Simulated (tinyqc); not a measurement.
Comparisons within one model: donors on two lattice sites with valley-orbit split states. A value that a table varies takes the place of the one given here.

Each donor binds at most one electron, in any of its states. For a site s, W_s = sum over its states of g exp(E/kT), and the ionised share is 1/(1 + W_s exp(eta)), eta = (EF - Ec)/kT; n = Nc F_1/2(eta); neutrality n + NA = ND x (mean ionised share, the two sites in equal numbers); holes are neglected. Nc from N = 2 (m kB T/(4 pi c))^(3/2) with c = hbar^2/2m0, in 1/angstrom^3; times 1e24 for 1/cm^3, m = md. F_j(eta) = (1/Gamma(j + 1)) integral_0^infinity x^j dx/(1 + exp(x - eta)), which tends to exp(eta) for eta << 0.

Mobility (Caughey-Thomas form): mu = mu0 + (mu1 (T/300)^(-ga) - mu0)/(1 + ((ND + NA)/Nr)^de); rho = 1/(e n mu), e = 1.602176634e-19 C.

Constants: hbar^2/2m0 = 3.80998211 eV angstrom^2; kB = 8.617333262e-05 eV/K.

Values chosen for the exercise (near those of nitrogen in 4H-SiC; not measured data): md = 0.826 m0 (density-of-states mass of the conduction band); E = (57.8, 50.9, 126.1, 85.4) meV (binding energies of h ground, h excited, k ground, k excited); g = (2, 4, 2, 4) (their degeneracies with spin); ND = 4.4e+18 1/cm^3 (donors, half on each site); NA = 0 1/cm^3 (compensating acceptors, all ionised); T = 200 K; mu0 = 37 cm^2/(V s) (mobility at heavy doping); mu1 = 956 cm^2/(V s) (mobility at light doping and 300 K); Nr = 2.1e+17 1/cm^3 (reference doping); de = 0.61 (doping exponent); ga = 2.4 (temperature exponent).

## What the excited states change

The last columns keep only the ground state of each site (g = 2).

Results:
```
T (K)  effective degeneracy, h site    eta  n (1/cm^3)  n, ground states only  ratio
40                             2.54  -8.41    2.04e+14               2.29e+14  0.887
60                             3.05  -6.01    4.11e+15               5.08e+15  0.810
80                             3.47  -4.90    1.93e+16               2.53e+16  0.761
110                            3.93  -4.07    7.12e+16               9.90e+16  0.719
150                            4.35  -3.56    1.88e+17               2.70e+17  0.696
200                            4.68  -3.28    3.81e+17               5.48e+17  0.695
250                            4.90  -3.16    5.99e+17               8.47e+17  0.708
300                            5.06  -3.11    8.30e+17               1.14e+18  0.725
400                            5.27  -3.09    1.29e+18               1.72e+18  0.752
500                            5.41  -3.14    1.73e+18               2.24e+18  0.770
```

The effective degeneracy grows from 2.54 to 5.41. Excited states hold electrons back, so the ratio is never above 1; it is lowest, 0.695, at 200 K of those listed, and 0.725 at 300 K. At low T the excited states empty out, and at high T more donors are ionised (n is 39 % of ND - NA in the last row), so the effect is largest in between.

## Ionisation and resistivity against doping

NA = 0.

Results:
```
ND (1/cm^3)  n (1/cm^3)   n/ND  mu (cm^2/(V s))  rho (ohm cm)  rho at full ionisation
1.0e+14        9.83e+13  0.983             2507          25.3                    24.9
1.0e+15        8.77e+14  0.877             2438          2.92                    2.56
1.0e+16        6.20e+15  0.620             2193         0.459                   0.285
3.0e+16        1.50e+16  0.499             1947         0.214                   0.107
1.0e+17        3.72e+16  0.372             1561         0.107                  0.0400
3.0e+17        7.90e+16  0.263             1148        0.0688                  0.0181
1.0e+18        1.66e+17  0.166              731        0.0515                 0.00854
2.0e+18        2.47e+17  0.123              540        0.0468                 0.00578
```

From 1e16 to 1e18 1/cm^3 rho falls by a factor 8.91, not 100: the mobility takes a factor 3.00 and incomplete ionisation 3.74. n/ND is below 0.9 from 1e+15 1/cm^3 on. Near 1e19 1/cm^3 and above the levels merge with the band, and already below that screening lowers the binding energy, so the last rows understate n.

## Compensation sets the slope of the freeze-out

NA = K ND. The slope energy is -d ln(n T^(-p))/d(1/kT) between 50 and 60 K, with p = 3/4 for K = 0 and p = 3/2 otherwise.

Results:
```
K       n(50 K) (1/cm^3)  n(60 K) (1/cm^3)  slope energy (meV)
0               1.22e+15          4.11e+15               27.79
0.0010          3.17e+14          2.46e+15               45.90
0.010           3.34e+13          3.74e+14               55.42
0.050           6.14e+12          6.93e+13               55.61
0.20            1.02e+12          1.16e+13               55.62
0.50            2.92e+08          1.29e+10               90.85
```

Without acceptors the slope is 27.79 meV, against half the h-site ground-state energy, 28.90; with K = 0.05 it is 55.61 meV, against the full 57.8. The full energy (less a few meV where excited levels lie within a few kT) shows where n is far below NA, since the acceptors then hold EF near the donor level: n(60 K)/NA is 0.56 for K = 0.001 and 0.00032 for K = 0.05; where it is not small, the slope falls short of the full energy. At K = 0.5 the acceptors have taken as many electrons as there are h sites, EF sits between the two levels, and the slope is 90.9 meV against their mean of 91.9.

## What moves the carrier density

All results formed anew. Each row changes one parameter from the base and keeps the others.

Results:
```
case                                  eta  n (1/cm^3)  rho (ohm cm)
base                               -3.280   3.807e+17       0.04384
E = (62.8, 50.9, 126.1, 85.4) meV  -3.339   3.592e+17       0.04646
md = 0.909 m0                      -3.359   4.066e+17       0.04104
ND = 8.8e+18 1/cm^3                -2.905   5.507e+17       0.04220
NA = 4.4e+17 1/cm^3                -3.935   1.991e+17       0.08770
T = 230 K                          -3.197   5.099e+17       0.04426
Nr = 4.2e+17 1/cm^3                -3.280   3.807e+17       0.03170
```

The largest shifts from the base row, up to three for each result and ties (the steps differ in size, so this ranks the rows, not the parameters). eta: NA -0.654, ND +0.375, T +0.084; unchanged at the printed digits by Nr. n (1/cm^3): NA -1.82e+17, ND +1.70e+17, T +1.29e+17; unchanged at the printed digits by Nr. rho (ohm cm): NA +0.0439, Nr -0.0121, md -0.00279.

Computed by tinyqc, a small Python program: `OMP_NUM_THREADS=1 python tinyqc.py 1652235 1652236 out.jsonl` (the numbers bound the seed that draws the inputs); one thread of a shared host (Intel(R) Xeon(R) Processor @ 2.30GHz), about 0.01 s for the whole set of steps.
